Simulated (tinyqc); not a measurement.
# Bias-temperature instability from a Gaussian distribution of capture and emission barriers, step by step

A worked calculation. Computed by tinyqc, a small Python program that keeps every step. Command: `OMP_NUM_THREADS=1 python tinyqc.py 3000429 3000430 out.jsonl bti walk`. One thread of a shared host (Intel(R) Xeon(R) Processor @ 2.30GHz), about 0.01 s of CPU time with the checks. Intermediate numbers are printed to about 6 digits and carried at full precision; extremes and crossings named in words are read from the listed rows.

Each trap has a capture time tau_0 exp(E_c/(k_B T)) under stress and an emission time tau_0 exp(E_e/(k_B T)) after it. E_c is Gaussian, and E_e = E_c + d with d Gaussian and independent. A trap counts as filled once t_s exceeds its capture time and as emptied once t_r exceeds its emission time.

Inputs (values chosen for the exercise, for a model p-channel transistor):
```
quantity                                      value        unit
shift with all traps filled V_max               230          mV
mean capture barrier at zero field mu_c        1.89          eV
spread of capture barriers sigma_c             0.37          eV
lowering of mu_c per field k_F                0.058  eV/(MV/cm)
oxide field F                                   6.2       MV/cm
mean of E_e - E_c at the stress field, delta  -0.18          eV
spread of E_e - E_c, sigma_d                   0.19          eV
time constant tau_0                           2e-11           s
temperature T                                   125           C
stress time t_s                               40000           s
recovery time t_r                               0.1           s
failure criterion                                50          mV
```

Constants: k_B = 8.617333262e-05 eV/K.

## Stress

Demarcation energies E_s = k_B T ln(t_s/tau_0), E_r = k_B T ln(t_r/tau_0); mean barrier mu = mu_c - k_F F; z = (E_s - mu)/sigma_c; Phi is the standard normal distribution. Temperatures in kelvin are T(C) + 273.15. Shift without recovery dV0 = V_max Phi(z); local time exponent n = d ln dV0/d ln t_s = (k_B T/sigma_c) exp(-z^2/2)/(sqrt(2 pi) Phi(z)); apparent activation energy n E_s.

E_s = 1.20880 eV

mean barrier mu = 1.5304 eV

z = -0.869178

shift without recovery dV0 = 44.2462 mV

time exponent n = 0.131805

apparent activation energy = 0.159326 eV

The stress has filled 19 % of the traps. The apparent energy 0.159 eV is only the share n of the barriers near 1.21 eV that are being crossed.

## Recovery

Remaining shift dV = V_max int_(-infinity)^(E_s) g(E_c) [1 - Phi((E_r - E_c - delta)/sigma_d)] dE_c, g the Gaussian density of E_c (Gauss-Legendre, 120 points over 7 sigma_c below E_s).

E_r = 0.766233 eV

remaining shift dV = 27.2520 mV

remaining share dV/dV0 = 0.615917

A measurement delay of t_r hides 38 % of the shift.

## Lifetime

Solve V_max Phi(z) = criterion for t_s; the power-law extrapolation from the stress point is t_s (criterion/dV0)^(1/n); 1 year = 3.15576e7 s.

log10 of the lifetime in s = 5.01488

log10 of the power-law estimate in s = 5.00488

The power law gives a time shorter by 0.01 decades, since n falls as traps fill; ten years is log10 = 8.50.

## What a measurement delay does to the time exponent

Columns: no delay, and delays of 1 us, 1 ms and 1 s.

Shift (mV):
```
t_s (s)   no delay     1 us     1 ms      1 s
1.00e+00    7.3663   5.5546   2.6667   0.5228
1.00e+01   11.6568   9.6753   5.6592   1.5324
1.00e+02   17.7359  15.6626  10.6647   3.8318
1.00e+03   25.9671  23.8529  18.1536   8.2789
1.00e+04   36.6173  34.4881  28.3780  15.6895
1.00e+05   49.7854  47.6518  41.3446  26.5160
1.00e+06   65.3439  63.2092  56.8248  40.6594
1.00e+07   82.9104  80.7756  74.3664  57.5165
```

Between 10 and 1000 s the apparent exponent is 0.174 without delay, 0.196 at 1 us, 0.253 at 1 ms and 0.366 at 1 s: a slow measurement loses more of a short stress than of a long one, which steepens the curve. Without delay the exponent falls from 0.199 to 0.103 over the table, so the growth is not a true power law. Caution: step-function filling and one Gaussian population are simplifications; real devices show several populations.

Checks made by the program: time exponent against a finite difference (relative difference 1e-10).
